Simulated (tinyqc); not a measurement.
# Insulator thickness and V0 from two charges

Inverse problem. In an undoped wire Vg - V0 = Q/Cox + Vt ln(Q/Q0) + Vt ln(1 + Q/Q0) at the source, with Q0 = 4 eps0 eps_r Vt/R and Cox = eps0 eox/(R ln(1 + tox/R)). Find Cox, tox and V0.

Values chosen for this exercise; material values close to those of silicon:
- T = 273 K (temperature)
- eps_r = 11.9 (relative permittivity of the semiconductor)
- eox = 3.71 (relative permittivity of the gate insulator)
- R = 6 nm (wire radius)

Constants: q = 1.602176634e-19 C, kB = 1.380649e-23 J/K, Vt = kB T/q, eps0 = 8.8541878128e-14 F/cm where lengths are in cm. Results are converted to the units shown.

Qs at Vg = 1 and 1.4 V (nC/cm^2): 474.52584  1192.2170

Answer. The two equations are linear in 1/Cox and V0; tox follows by inverting the logarithm.

Cox = 1.990 uF/cm^2
tox = 1.900 nm
V0 = 0.7049 V

tinyqc, about 0.03 s, one thread, Intel Xeon 2.30GHz (shared host): `OMP_NUM_THREADS=1 python tinyqc.py 2460160 2460161 out.jsonl`
